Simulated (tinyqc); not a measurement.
Thinning the film: dielectric confinement in a thin film (image charges).

A film |z| < t/2 of dielectric constant eps between half-spaces of dielectric constant e2; lam = (eps - e2)/(eps + e2), q = e^2/(4 pi eps0). The self-energy of a band edge is taken with the high-frequency value, e2 = eh, and the field of a fixed ion with the static one, e2 = eo. A charge at z has images lam^|n| at n t + (-1)^n z. Its self-energy is S(z) = (q/2 eps) sum over n >= 1 of lam^n [1/(n t - 2z) + 1/(n t + 2z)] for odd n and 2 lam^n/(n t) for even n; at the centre S(0) = -(q/(eps t)) ln(1 - lam).

Donor at the centre, lam from the static eo, trial function cos(pi z/t) exp(-rho/l): E(l) = c/(m l^2) - (q/eps) times the integral over k of F(k t) (1 + (k l/2)^2)^(-3/2), with F(x) = F0 + 2 lam exp(-x) G/(1 - lam exp(-x)), F0 = 2[(1 - exp(-x/2))/x + x (1 + exp(-x/2))/(x^2 + 4 pi^2)], G = 2 sinh(x/2)[1/x - x/(x^2 + 4 pi^2)]; c = hbar^2/2m0. The binding energy is -E at the minimum, counted from the subband edge with its self-energy.

Constants: e^2/(4 pi eps0) = 14.39964547 eV angstrom; hbar^2/2m0 = 3.80998211 eV angstrom^2; Ry = 13.60569312 eV.

Parameters, chosen for this exercise (near those of a Ge film between layers of HfO2; not measured data): eps = 15.5 (dielectric constant of the film); eh = 4.1 (high-frequency dielectric constant outside); eo = 22.9 (static dielectric constant outside); m = 0.154 m0 (mass in the plane); mz = 0.124 m0 (mass across the film); ts = (12, 18, 26, 38, 55, 80, 120) angstrom (thicknesses).

<S> is the mean over (2/t) cos^2(pi z/t); confinement c (pi/t)^2/mz; donor binding with and without images.

Results:

| t (angstrom) | <S> (meV) | confinement (meV) | binding, no images (meV) | binding (meV) | l (angstrom) |
|---|---|---|---|---|---|
| 12 | 77.4 | 2105.9 | 28.7 | 17.3 | 37.7 |
| 18 | 51.6 | 936.0 | 26.8 | 17.2 | 38.5 |
| 26 | 35.7 | 448.6 | 24.7 | 16.9 | 39.8 |
| 38 | 24.4 | 210.0 | 22.4 | 16.2 | 42.1 |
| 55 | 16.9 | 100.2 | 19.9 | 15.2 | 45.2 |
| 80 | 11.6 | 47.4 | 17.4 | 13.9 | 49.5 |
| 120 | 7.7 | 21.1 | 14.7 | 12.3 | 55.7 |

Between 120 and 12 angstrom the binding goes from 12.3 to 17.3 meV; quantum confinement alone would take it from 14.7 to 28.7, so the images supply -2.5 and -11.4 meV. |<S>| goes as 1/t and exceeds the confinement energy beyond 327 angstrom. Hard-wall energies above 300 meV (up to t = 26 angstrom) overstate the confinement: walls are finite and valleys non-parabolic.

Computed by tinyqc, a small Python program: `OMP_NUM_THREADS=1 python tinyqc.py 1282206 1282207 out.jsonl` (the numbers bound the seed that draws the inputs); one thread of a shared host (Intel(R) Xeon(R) Processor @ 2.30GHz), about 0.07 s for the whole set of steps.
